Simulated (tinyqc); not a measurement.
# Gate-all-around wire, scale length and short-channel effects, step by step

Numbers from tinyqc (`OMP_NUM_THREADS=1 python tinyqc.py 2420130 2420131 out.jsonl`; about 0.01 s on one thread of a shared Intel Xeon 2.30GHz). Printed values are rounded.

A round wire of diameter ts in an insulator shell of thickness ti under a surrounding gate. Below threshold the potential that source and drain add obeys Laplace's equation and vanishes on the gate. Its lowest mode decays along the channel as exp(-k y); k is the smallest positive root of the matching condition at the interface, and the scale length is Lambda = pi/k.

Parameters, values chosen for the exercise; permittivities: semiconductor close to that of silicon, insulator close to that of zirconium oxide: temperature T = 273 K; relative permittivity of the semiconductor eps_r = 11.6; relative permittivity of the insulator ei = 25.8; insulator thickness ti = 4.7 nm; wire diameter ts = 13.3 nm; channel length L = 25 nm; potential of the source Vbi = 1.05 V; potential of the barrier top at threshold sT = 0.63 V; long-channel threshold VTL = 0.31 V; long-channel body factor m = 1; drain voltage Vds = 0.7 V.

Constants: q = 1.602176634e-19 C, kB = 1.380649e-23 J/K, Vt = kB T/q. Results are converted to the units shown.

## Scan of the matching condition

k, point 0 to 7 (1/nm): 0.04375  0.0875  0.13125  0.175  0.21875  0.2625  0.30625  0.35

f(k) = ei J0(u)[J1(u) Y0(v) - Y1(u) J0(v)] - eps_r J1(u)[J0(u) Y0(v) - Y0(u) J0(v)], u = k ts/2, v = u + k ti.

f(k), point 0 to 7: 53.71859  22.99422  11.53464  5.37541  1.76720  -0.23924  -1.13100  -1.25205

The first change of sign lies between k = 0.21875 and 0.2625 1/nm.

## Iteration 1: decay constant by Newton steps

k at the start = 0.2187500 1/nm

f(k) = ei J0(u)[J1(u) Y0(v) - Y1(u) J0(v)] - eps_r J1(u)[J0(u) Y0(v) - Y0(u) J0(v)], u = k ts/2, v = u + k ti; f' by a central difference with +/- 1e-5 1/nm; k(new) = k - f/f'.

f = 1.767198
f' = -61.83190 nm
k after iteration 1 = 0.2473307 1/nm

## Iteration 2: decay constant by Newton steps

As before.

f = 0.3099977
f' = -40.94783 nm
k after iteration 2 = 0.2549012 1/nm

## Course of the iteration: decay constant by Newton steps

Stop when k changes by less than 1e-10 1/nm, or after 30 iterations.

Course of the iteration:
```
iteration   k (1/nm)  |change| (1/nm)
1          0.2473307           0.0286
2          0.2549012          7.57e-3
3          0.2554062          5.05e-4
4          0.2554084          2.18e-6
5          0.2554084         4.03e-11
```

Converged in 5 iterations. At the end the number of correct digits about doubles with each step.

## Scale length against simple estimates

k = 0.2554084 1/nm

Lambda = pi/k and l = 1/k. A parabolic potential across the structure gives l(parabolic) = sqrt([2 eps_r ts^2 ln(1 + 2 ti/ts) + ei ts^2]/(16 ei)).

Lambda = 12.30027 nm
l = 3.915298 nm
l(parabolic) = 4.046030 nm

The parabolic estimate is 3.3 % above l.

## Threshold shift, barrier position and swing

Along the channel psi(y) = s + a exp(y/l) + b exp(-y/l) with psi(0) = Vbi, psi(L) = Vbi + Vds and l = 1/k = Lambda/pi; with A = Vbi - s, B = A + Vds, x = exp(-L/l): a = (B - A x) x/(1 - x^2), b = (A - B x)/(1 - x^2). The minimum is s + 2 sqrt(a b), at y = (l/2) ln(b/a). The long-channel potential follows the gate as s = sT + (Vg - VTL)/m, and the threshold VT is the gate voltage at which the minimum equals sT. Swing = m Vt ln 10/g at threshold, g = d(minimum)/ds = 1 - (b x + a)/((1 + x) sqrt(a b)).

s at threshold = 0.5681737 V
a = 0.001991567 V
b = 0.4798347 V
position of the minimum = 10.73677 nm
VT = 0.2481737 V
swing = 59.55569 mV/decade

The threshold lies 61.8 mV below the long-channel value, and the barrier top sits at 0.43 L from the source.
